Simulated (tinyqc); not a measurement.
# Threshold-voltage variability of a planar MOSFET, analytic estimates: two studies

Three independent sources add in quadrature: random dopants in the depleted layer, metal-gate grains of two orientations, and roughness of the two gate edges acting through the roll-off VT = VT(long) - Vr exp(-L/l). These are first-order estimates: no three-dimensional electrostatics, no percolation.

Parameters, values chosen for the exercise; material values close to those of germanium:
- T = 300 K (temperature)
- Eg = 0.665 eV (band gap)
- eps_r = 15.8 (relative permittivity of the semiconductor)
- Nc = 1.03e19 cm^-3 (conduction-band density of states at T)
- Nv = 5.9e18 cm^-3 (valence-band density of states at T)
- Na = 1.9e18 cm^-3 (channel doping)
- ti = 1.9 nm (oxide-equivalent thickness in inversion)
- L = 45 nm (gate length)
- W = 89 nm (gate width)
- G = 7 nm (metal grain size)
- dW = 0.15 eV (work-function difference of the two grain orientations)
- p = 0.6 (share of the orientation of higher work function)
- De = 1.9 nm (rms roughness of one gate edge)
- La = 20 nm (correlation length of the roughness)
- l = 9.7 nm (decay length of the threshold roll-off)
- Vr = 2.4 V (prefactor of the roll-off)

Constants: q = 1.602176634e-19 C, kB = 1.380649e-23 J/K, Vt = kB T/q, eps0 = 8.8541878128e-14 F/cm where lengths are in cm. Results are converted to the units shown.

Each table varies one quantity; the others keep the values above.

## Effect of the gate length

ni = sqrt(Nc Nv) exp(-Eg/(2 Vt)), Eg in volts; Cox = 3.9 eps0/ti; Wd = sqrt(4 eps0 eps_r Vt ln(Na/ni)/(q Na)); dopants: s1 = (q/Cox) sqrt(Na Wd/(3 L W)). Grains: Ng = L W/G^2 (at least 1), s2 = dW sqrt(p (1 - p)/Ng). Edges, with exponential correlation and u = W/La: the mean gate length has sL^2 = 2 De^2 (2/u)[1 - (1 - exp(-u))/u]; s3 = sL (Vr/l) exp(-L/l). s = sqrt(s1^2 + s2^2 + s3^2). l and Vr are held fixed.

Effect of the gate length:

| L (nm) | s1 (mV) | s2 (mV) | s3 (mV) | s (mV) | s sqrt(L W) (mV um) |
|---|---|---|---|---|---|
| 27 | 21.86 | 10.49 | 24.30 | 34.33 | 1.683 |
| 33 | 19.77 | 9.492 | 13.09 | 25.54 | 1.384 |
| 39 | 18.19 | 8.731 | 7.053 | 21.37 | 1.259 |
| 47 | 16.57 | 7.953 | 3.092 | 18.64 | 1.205 |
| 57 | 15.04 | 7.222 | 1.103 | 16.72 | 1.191 |
| 68 | 13.77 | 6.612 | 0.3548 | 15.28 | 1.189 |
| 82 | 12.54 | 6.021 | 0.08378 | 13.91 | 1.189 |
| 99 | 11.42 | 5.480 | 0.01452 | 12.66 | 1.189 |

As L goes from 27 to 99 nm, s falls from 34.3 to 12.7 mV. The largest source is the edges in the first row and the dopants in the last. The product s sqrt(L W) falls from 1.68 to 1.19 mV um: s1 and s2 go as 1/sqrt(L W), so the change comes from s3 alone.

## Effect of the gate width

Same model as above.

l and Vr are held fixed.

Effect of the gate width:

| W (nm) | s1 (mV) | s2 (mV) | s3 (mV) | s (mV) | s sqrt(L W) (mV um) |
|---|---|---|---|---|---|
| 30 | 29.16 | 14.00 | 5.152 | 32.76 | 1.204 |
| 48 | 23.06 | 11.07 | 4.623 | 25.99 | 1.208 |
| 78 | 18.09 | 8.682 | 3.982 | 20.45 | 1.212 |
| 130 | 14.01 | 6.725 | 3.279 | 15.88 | 1.215 |
| 210 | 11.02 | 5.292 | 2.668 | 12.51 | 1.217 |
| 340 | 8.663 | 4.159 | 2.138 | 9.844 | 1.218 |
| 550 | 6.811 | 3.270 | 1.701 | 7.744 | 1.218 |
| 890 | 5.354 | 2.570 | 1.347 | 6.090 | 1.219 |

What does the comparison show?

As W goes from 30 to 890 nm, s falls from 32.8 to 6.09 mV. The dopants are the largest source in the first and the last row. The product s sqrt(L W) rises from 1.20 to 1.22 mV um: s1 and s2 go as 1/sqrt(L W), so the change comes from s3 alone.

Computed by the program tinyqc: `OMP_NUM_THREADS=1 python tinyqc.py 2090110 2090111 out.jsonl`, one thread of a shared Intel Xeon 2.30GHz, about 0.01 s for the whole run.
